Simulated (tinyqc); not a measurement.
Inside a calculation. Method: Hueckel theory of the pi electrons, for the molecule O=c1cccccc1 (SMILES; centres numbered as the heavy atoms are written). One step of it, computed by the program tinyqc.

Problem. Orbitals. Diagonalise; E = alpha + x beta with beta < 0, so the largest x are filled first; degenerate levels share their electrons. P = sum n_i c_ri c_si; each orbital has its largest coefficient positive (the first on a tie).

Hueckel matrix in units of beta (H = alpha + beta A), order 1O, 2C, 3C, 4C, 5C, 6C, 7C, 8C:
$$\begin{pmatrix}
1.000000 & 1.000000 & 0.000000 & 0.000000 & 0.000000 & 0.000000 & 0.000000 & 0.000000 \\
1.000000 & 0.000000 & 1.000000 & 0.000000 & 0.000000 & 0.000000 & 0.000000 & 1.000000 \\
0.000000 & 1.000000 & 0.000000 & 1.000000 & 0.000000 & 0.000000 & 0.000000 & 0.000000 \\
0.000000 & 0.000000 & 1.000000 & 0.000000 & 1.000000 & 0.000000 & 0.000000 & 0.000000 \\
0.000000 & 0.000000 & 0.000000 & 1.000000 & 0.000000 & 1.000000 & 0.000000 & 0.000000 \\
0.000000 & 0.000000 & 0.000000 & 0.000000 & 1.000000 & 0.000000 & 1.000000 & 0.000000 \\
0.000000 & 0.000000 & 0.000000 & 0.000000 & 0.000000 & 1.000000 & 0.000000 & 1.000000 \\
0.000000 & 1.000000 & 0.000000 & 0.000000 & 0.000000 & 0.000000 & 1.000000 & 0.000000
\end{pmatrix}$$

pi electrons, sum of z_r less the charge = 8

Give: x values; occupations; coefficients; charge and bond-order matrix P.

Solution.

x values: [2.199, 1.618, 1.247, 0.714, -0.445, -0.618, -1.802, -1.912]

occupations: [2.000, 2.000, 2.000, 2.000, 0.000, 0.000, 0.000, 0.000]

coefficients, order 1O, 2C, 3C, 4C, 5C, 6C, 7C, 8C:
$$\begin{pmatrix}
0.448 & 0.491 & 0.000 & 0.653 & 0.000 & -0.304 & 0.000 & -0.201 \\
0.536 & 0.304 & 0.000 & -0.187 & 0.000 & 0.491 & 0.000 & 0.586 \\
0.366 & 0.000 & 0.418 & -0.393 & 0.521 & 0.000 & 0.232 & -0.460 \\
0.268 & -0.304 & 0.521 & -0.093 & -0.232 & -0.491 & -0.418 & 0.293 \\
0.224 & -0.491 & 0.232 & 0.326 & -0.418 & 0.304 & 0.521 & -0.101 \\
0.224 & -0.491 & -0.232 & 0.326 & 0.418 & 0.304 & -0.521 & -0.101 \\
0.268 & -0.304 & -0.521 & -0.093 & 0.232 & -0.491 & 0.418 & 0.293 \\
0.366 & 0.000 & -0.418 & -0.393 & -0.521 & 0.000 & -0.232 & -0.460
\end{pmatrix}$$

charge and bond-order matrix P, order 1O, 2C, 3C, 4C, 5C, 6C, 7C, 8C:
$$\begin{pmatrix}
1.735 & 0.534 & -0.185 & -0.180 & 0.144 & 0.144 & -0.180 & -0.185 \\
0.534 & 0.830 & 0.540 & 0.138 & -0.180 & -0.180 & 0.138 & 0.540 \\
-0.185 & 0.540 & 0.926 & 0.705 & 0.101 & -0.286 & -0.166 & 0.227 \\
-0.180 & 0.138 & 0.705 & 0.889 & 0.599 & 0.115 & -0.198 & -0.166 \\
0.144 & -0.180 & 0.101 & 0.599 & 0.903 & 0.688 & 0.115 & -0.286 \\
0.144 & -0.180 & -0.286 & 0.115 & 0.688 & 0.903 & 0.599 & 0.101 \\
-0.180 & 0.138 & -0.166 & -0.198 & 0.115 & 0.599 & 0.889 & 0.705 \\
-0.185 & 0.540 & 0.227 & -0.166 & -0.286 & 0.101 & 0.705 & 0.926
\end{pmatrix}$$
